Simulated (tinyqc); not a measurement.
Classical Heisenberg spin chain: exact results, Metropolis, heat-bath and over-relaxation steps, and a Monte Carlo run: one step, computed by the program tinyqc.

E = -J sum_i s_i . s_(i+1) for unit vectors s_i on an open chain; K = J/(k_B T).

Task: Exact results. Each bond angle is independent, so u = <s_i . s_(i+1)> = coth K - 1/K, <s_i . s_(i+n)> = u^n, correlation length xi = -1/ln|u|, energy per bond -J u, heat capacity per bond c/k_B = 1 - K^2/sinh^2 K, and for the long chain chi = mu^2 (1 + u)/(3 k_B T (1 - u)) per spin.

Inputs (values chosen for the exercise, for a model chain of large moments): coupling J = -13 meV; temperature T = 124 K; moment mu = 5 mu_B.

Constants: k_B = 8.617333262e-05 eV/K; mu_B = 5.7883818060e-05 eV/T.

Give: K; u; xi; energy per bond; heat capacity; chi over the Curie value; chi.

Result:

K = -1.2166

u = -0.37043

xi = 1.0070 sites

energy per bond = -4.8156 meV

heat capacity = 0.37568 k_B/bond

chi over the Curie value = 0.45939

chi = 0.020738 mu_B/T per spin
